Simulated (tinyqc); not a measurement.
The integration grid: Kohn-Sham B3LYP on finer and finer grids in the 6-31g basis, for HeH+, spin multiplicity 1. Computed by the program tinyqc with PySCF. Self-consistent on each grid; the net force on the molecule should vanish.

Geometry (angstrom):
```
atom,x,y,z
He,0.0000,0.0000,0.0000
H,0.0000,0.0000,0.7290
```

Kohn-Sham energy on Becke grids (radial x angular points per atom):
```
grid,points,residual of the electron count,E (hartree),E - finest (mhartree),largest net force without grid terms (hartree/bohr)
10 x 14,273,-5.64e-03,-2.96109,6.63452,2.84e-03
15 x 26,769,1.03e-02,-2.96967,-1.94513,4.22e-03
20 x 50,1985,5.83e-05,-2.96769,0.03109,1.60e-04
30 x 86,5136,4.01e-05,-2.96773,-0.00035,4.16e-05
50 x 194,19333,-4.75e-07,-2.96772,0.00030,1.24e-07
75 x 302,45154,3.26e-08,-2.96772,-2.52e-05,1.62e-08
120 x 590,141265,8.78e-11,-2.96772,0.00000,7.38e-11
```

What does the comparison show, and why?

The energy is within 0.1 mhartree of the finest grid first at 20 x 50. The error has both signs, since quadrature is not variational. The electron count and the net force are cheap signs of a poor grid.
